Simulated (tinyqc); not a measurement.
Scale length and length offset from two DIBL values.

Inverse problem. DIBL = exp(-Le/(2 l)) + 2 exp(-Le/l) with Le = L - dL. Find l, dL and the drawn length for a DIBL of 100 mV/V.

DIBL at drawn lengths 54 and 95 nm (mV/V): 106.61708  14.399633

Solution. With e = exp(-Le/(2 l)), 2 e^2 + e = DIBL gives e and so Le/l at each length; Le/l is a straight line in L with slope 1/l.

l = 11.00 nm
dL = 1.100 nm
length for 100 mV/V = 55.23 nm

Program tinyqc, `OMP_NUM_THREADS=1 python tinyqc.py 2002177 2002178 out.jsonl`; Intel Xeon 2.30GHz, shared host, one thread, about 0.01 s.
